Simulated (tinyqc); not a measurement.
All-pass ring resonator: one step of the calculation.

A ring of length L = 2 pi Rr coupled to one bus waveguide: round-trip amplitude a = 10^(-al L/20), self-coupling t = sqrt(1 - k2). At detuning d from the resonance the round-trip phase is p = 2 pi d/FSR and the transmission T = (a^2 - 2 a t cos p + t^2)/(1 - 2 a t cos p + a^2 t^2). Lossless coupler, linear absorption only.

Question. Thermal shift of the resonance. T is the transmission at d = dl - s, p = 2 pi d/FSR; out = (lam dT/ng) Rt fa (1 - T) Pin; s(new) = s + 0.5 (out - s).

Values chosen for this exercise; values close to those of silicon waveguides: cold resonance wavelength lam = 1310 nm; group index ng = 4.26; thermo-optic change of the effective index dT = 0.00017 1/K; thermal resistance Rt = 4.4 K/mW; share of the loss that heats the ring fa = 0.56; input power Pin = 0.092 mW; laser detuning from the cold resonance dl = 5.3 pm.

s at the start = 0 pm
a = 0.99747138
t = 0.99819838
FSR = 6.4114037 nm

Give: d; T; out; s after iteration 1.

Answer.

d = 5.300 pm
T = 0.6010
out = 4.728 pm
s after iteration 1 = 2.364 pm

Computed by the program tinyqc: `OMP_NUM_THREADS=1 python tinyqc.py 2650123 2650124 out.jsonl`, one thread of a shared Intel Xeon 2.30GHz, about 0.01 s for the whole run.
